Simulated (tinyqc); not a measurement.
Gate-all-around wire with two subbands, quantum capacitance: two steps of the calculation.

phi is the Fermi level above the lowest subband edge, in volts; Vg is counted from the gate voltage at which an empty wire would have phi = 0. Both directions of motion are filled (equilibrium).

Parameters, values chosen for the exercise:
- T = 300 K (temperature)
- eox = 3.9 (relative permittivity of the gate insulator (close to silicon dioxide))
- tox = 1.2 nm (insulator thickness)
- md = 0.032 m0 (mass along the wire)
- gv = 1 (valley degeneracy)
- E2 = 0.29 eV (second subband above the first)
- g2 = 2 (orbital degeneracy of the second subband)
- rw = 2.2 nm (radius of the wire)
- Vg = 1.02 V (gate voltage)

Constants: q = 1.602176634e-19 C, kB = 1.380649e-23 J/K, hbar = 1.054571817e-34 J s, m0 = 9.1093837015e-31 kg, Vt = kB T/q, eps0 = 8.8541878128e-14 F/cm where lengths are in cm. Results are converted to the units shown.

Problem 1. Gate capacitance. Cox = 2 pi eps0 eox/ln(1 + tox/rw) per length.

Give: Cox.

Solution 1.

Cox = 4.9841 pF/cm

Problem 2. New phi. N1 = gv sqrt(2 md m0 kB T/(pi hbar^2)); n1 = N1 F(phi/Vt), n2 = g2 N1 F((phi - E2)/Vt), n = n1 + n2, F(e) = (1/sqrt(pi)) int_0^infinity u^(-1/2) du/(1 + exp(u - e)); Cq = q dn/dphi = (q N1/Vt) [F'(phi/Vt) + g2 F'((phi - E2)/Vt)]. Substitution: phi(new) = Vg - q (n)/Cox.

phi after iteration 1 = 0.99969146 V
Cox = 4.9840973 pF/cm

Wanted: n1; n2; phi after iteration 2.

Solution 2.

n1 = 5.8319e6 cm^-1
n2 = 9.8247e6 cm^-1
phi after iteration 2 = 0.51671 V

Program tinyqc, `OMP_NUM_THREADS=1 python tinyqc.py 2200042 2200043 out.jsonl`; Intel Xeon 2.30GHz, shared host, one thread, about 0.01 s.
